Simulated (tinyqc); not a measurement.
Worked calculation: Pariser-Parr-Pople SCF with singles CI, for the molecule Nc1ccc2[nH]ccc2c1 (SMILES; centres numbered as the heavy atoms are written). One step of it, computed by the program tinyqc.

Task: Iteration 1: orbitals and new P. Diagonalise F (the basis is taken as orthonormal) and form P = 2 sum c c over the lowest orbitals; 0.5 of the old P is kept.

F (eV):
```
,1N,2C,3C,4C,5C,6N,7C,8C,9C,10C
1N,-9.316817,-4.610259,0.592759,0.188042,-0.316795,0.068185,0.118726,-0.180067,0.028046,0.995527
2C,-4.610259,-5.259190,-4.292528,0.074424,0.412113,-0.151485,-0.123006,0.220426,0.131025,-4.636115
3C,0.592759,-4.292528,-5.279952,-5.197950,0.359611,0.276580,-0.228453,-0.133442,0.539536,-0.185504
4C,0.188042,0.074424,-5.197950,-5.136055,-4.457952,0.198941,0.264609,-0.082717,-0.169295,0.752189
5C,-0.316795,0.412113,0.359611,-4.457952,-6.693196,-4.437150,0.497479,0.438005,-4.280541,0.090595
6N,0.068185,-0.151485,0.276580,0.198941,-4.437150,-9.657529,-5.006090,0.896427,0.617854,-0.216251
7C,0.118726,-0.123006,-0.228453,0.264609,0.497479,-5.006090,-6.778972,-4.820918,0.400496,0.179804
8C,-0.180067,0.220426,-0.133442,-0.082717,0.438005,0.896427,-4.820918,-4.865820,-4.530392,0.422027
9C,0.028046,0.131025,0.539536,-0.169295,-4.280541,0.617854,0.400496,-4.530392,-3.908575,-4.432581
10C,0.995527,-4.636115,-0.185504,0.752189,0.090595,-0.216251,0.179804,0.422027,-4.432581,-4.591687
```

pi electrons, sum of z_r less the charge = 12

P at the start:
```
,1N,2C,3C,4C,5C,6N,7C,8C,9C,10C
1N,1.645884,0.572386,-0.216913,-0.100414,0.190289,-0.053438,-0.099708,0.127095,-0.014977,-0.364267
2C,0.572386,1.025786,0.503577,-0.028407,-0.176556,0.090581,0.082168,-0.122365,-0.050023,0.594734
3C,-0.216913,0.503577,1.129870,0.743419,-0.137293,-0.150576,0.152605,0.081090,-0.231129,0.070808
4C,-0.100414,-0.028407,0.743419,1.020984,0.547720,-0.076230,-0.142204,0.043841,0.064628,-0.322286
5C,0.190289,-0.176556,-0.137293,0.547720,1.151460,0.530642,-0.180209,-0.158666,0.500404,-0.034587
6N,-0.053438,0.090581,-0.150576,-0.076230,0.530642,1.280443,0.667869,-0.309811,-0.213557,0.112196
7C,-0.099708,0.082168,0.152605,-0.142204,-0.180209,0.667869,1.130095,0.643400,-0.145077,-0.096624
8C,0.127095,-0.122365,0.081090,0.043841,-0.158666,-0.309811,0.643400,1.275385,0.566721,-0.168063
9C,-0.014977,-0.050023,-0.231129,0.064628,0.500404,-0.213557,-0.145077,0.566721,1.093733,0.540980
10C,-0.364267,0.594734,0.070808,-0.322286,-0.034587,0.112196,-0.096624,-0.168063,0.540980,1.246360
```

Give: orbital energies; P after iteration 1.

Result:

orbital energies (eV): -15.8668  -13.9145  -11.8501  -10.9506  -9.4575  -8.1142  0.1088  1.1969  2.5184  4.8418

P after iteration 1:
```
,1N,2C,3C,4C,5C,6N,7C,8C,9C,10C
1N,1.7001,0.5293,-0.2110,-0.0805,0.1739,-0.0553,-0.0688,0.1133,-0.0242,-0.3468
2C,0.5293,1.0191,0.5097,-0.0256,-0.1944,0.0954,0.0604,-0.1298,-0.0222,0.6219
3C,-0.2110,0.5097,1.1170,0.7477,-0.1299,-0.1327,0.1571,0.0522,-0.2348,0.0667
4C,-0.0805,-0.0256,0.7477,1.0193,0.5437,-0.0928,-0.1128,0.0605,0.0444,-0.3295
5C,0.1739,-0.1944,-0.1299,0.5437,1.1739,0.5008,-0.2243,-0.1209,0.5168,-0.0234
6N,-0.0553,0.0954,-0.1327,-0.0928,0.5008,1.3817,0.6218,-0.3252,-0.2166,0.1077
7C,-0.0688,0.0604,0.1571,-0.1128,-0.2243,0.6218,1.1461,0.6787,-0.1085,-0.1175
8C,0.1133,-0.1298,0.0522,0.0605,-0.1209,-0.3252,0.6787,1.2065,0.5602,-0.1244
9C,-0.0242,-0.0222,-0.2348,0.0444,0.5168,-0.2166,-0.1085,0.5602,1.0436,0.5430
10C,-0.3468,0.6219,0.0667,-0.3295,-0.0234,0.1077,-0.1175,-0.1244,0.5430,1.1928
```
